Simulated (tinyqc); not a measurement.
# Changing the emission angle from the normal

Model: X-ray photoelectron analysis of a thin oxide on a semiconductor: attenuation lengths, thickness, angle series and band offsets. Computed by tinyqc, a small Python program. Command: `OMP_NUM_THREADS=1 python tinyqc.py 3113583 3113584 out.jsonl xps sweep`. One thread of a shared host (Intel(R) Xeon(R) Processor @ 2.30GHz), about 0.01 s of CPU time with the checks.

The same element is seen in the oxide and in the substrate, at nearly the same kinetic energy; films are flat and uniform, and the work function is ignored.

Inputs (values chosen for the exercise, modelled on SiO2 on silicon):

| quantity | value | unit |
|---|---|---|
| photon energy | 1253.6 | eV |
| binding energy of the core level | 99.4 | eV |
| oxide density | 2.14 | g/cm^3 |
| oxide formula mass | 60.08 | g/mol |
| valence electrons per oxide formula | 16 | - |
| oxide gap | 8.76 | eV |
| substrate density | 2.33 | g/cm^3 |
| substrate formula mass | 28.09 | g/mol |
| valence electrons per substrate formula | 4 | - |
| substrate gap | 1.12 | eV |
| oxide thickness d | 0.66 | nm |
| attenuation length over inelastic mean free path | 0.87 | - |
| carbon overlayer | 0.95 | nm |
| counts in the two peaks together | 300000 | - |

Method:
- TPP-2M: lambda = E/(E_p^2 [b ln(c E) - C/E + D/E^2]) in angstrom, E_p = 28.8 sqrt(N_v rho/M), b = -0.10 + 0.944/sqrt(E_p^2 + E_g^2) + 0.069 rho^0.1, c = 0.191/sqrt(rho), U = N_v rho/M, C = 1.97 - 0.91 U, D = 53.4 - 20.8 U, with E = photon energy less binding energy in eV.
- Attenuation length L = factor x lambda.
- R_0 = (rho_o/M_o) L_o/((rho_s/M_s) L_s); peak ratio R = I_ox/I_sub = R_0 [exp(d/(L_o cos theta)) - 1]; hence d = L_o cos theta ln(1 + R/R_0). A carbon layer weakens both peaks alike, by exp(-d_C/(L_o cos theta)) if its L is taken equal to L_o. This R_0 leaves out intrinsic losses from the substrate peak, so calibrated values can be larger.
- With x = d/(L_o cos theta): d ln d/d ln R = (1 - exp(-x))/x = -d ln d/d ln R_0; counting error of R = 1/sqrt(N f (1 - f)), f the oxide share, which times the sensitivity gives that of d; an angle error adds tan(theta) d theta; d is proportional to L_o at fixed R_0. Assumed errors: 5 % in R_0, 1 degree, 5 % in L_o.

One run for each value:

| emission angle from the normal (degrees) | ratio R | depth 3 L_o cos theta (nm) | angle (%) | attenuation by carbon |
|---|---|---|---|---|
| 0 | 0.13685 | 8.7738 | 0.0000 | 0.72265 |
| 9 | 0.13876 | 8.6658 | 0.2764 | 0.71973 |
| 18 | 0.14476 | 8.3444 | 0.5671 | 0.71067 |
| 27 | 0.15581 | 7.8175 | 0.8893 | 0.69450 |
| 36 | 0.17391 | 7.0982 | 1.2681 | 0.66931 |
| 45 | 0.20322 | 6.2040 | 1.7453 | 0.63168 |
| 54 | 0.25300 | 5.1571 | 2.4022 | 0.57543 |
| 63 | 0.34807 | 3.9832 | 3.4254 | 0.48895 |
| 72 | 0.58146 | 2.7113 | 5.3716 | 0.34953 |

Over the rows, ratio R rises from 0.137 to 0.581; depth 3 L_o cos theta (nm) falls from 8.77 to 2.71; angle (%) rises from 0 to 5.37.

Caution (rows 63.0, 72.0): beyond about 60 degrees elastic scattering and roughness make a single attenuation length unreliable.

Extremes, crossings and ranges named in words are read from the listed rows.
